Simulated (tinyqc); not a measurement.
Global model of a low-pressure process discharge: electron temperature, density, ion flux and ion energy: one step, computed by the program tinyqc. Command: `OMP_NUM_THREADS=1 python tinyqc.py 3113283 3113284 out.jsonl plasma walk`. One thread of a shared host (Intel(R) Xeon(R) Processor @ 2.30GHz), about 0.01 s of CPU time with the checks.

Maxwellian electrons with temperature T_e in eV, one positive ion, no negative ions, uniform bulk density n; rate constants have the Arrhenius form.

Question. Biased electrode. All bias power goes to ions: V_b = P_b/(J pi r^2). Debye length at the sheath edge lambda_D = sqrt(eps_0 T_e/(e h_L n)); Child-law sheath s = (sqrt2/3) lambda_D (2 V/T_e)^(3/4), V = V_b + V_s; ion transit time tau_i = 3 s sqrt(M/(2 e V)); collisions in the sheath s/lambda_i.

Inputs (values chosen for the exercise, of the order of those of an inductive discharge in a simple atomic gas):
```
quantity                        value  unit
ion mass M                       35.5     u
gas temperature T_g               300     K
bias power P_b                    350     W
radius of the biased electrode      5    cm
bias frequency                      2   MHz
```

ion current density J = 3.125363 mA/cm^2

T_e = 2.553764 eV

h_L = 0.2753732

plasma density n = 2.688819e+11 1/cm^3

wall potential V_s = 11.79818 V

ion mean free path = 1.332673 cm

Constants: eps_0 = 8.8541878128e-12 F/m; e = 1.602176634e-19 C; u = 1.6605390666e-27 kg.

Give: bias voltage V_b; lambda_D; sheath width s; ion transit time; transit time over bias period; s/lambda_i.

Answer.

bias voltage V_b = 1426 V

lambda_D = 43.66 micrometre

sheath width s = 4.000 mm

ion transit time = 135.8 ns

transit time over bias period = 0.2715

s/lambda_i = 0.3002
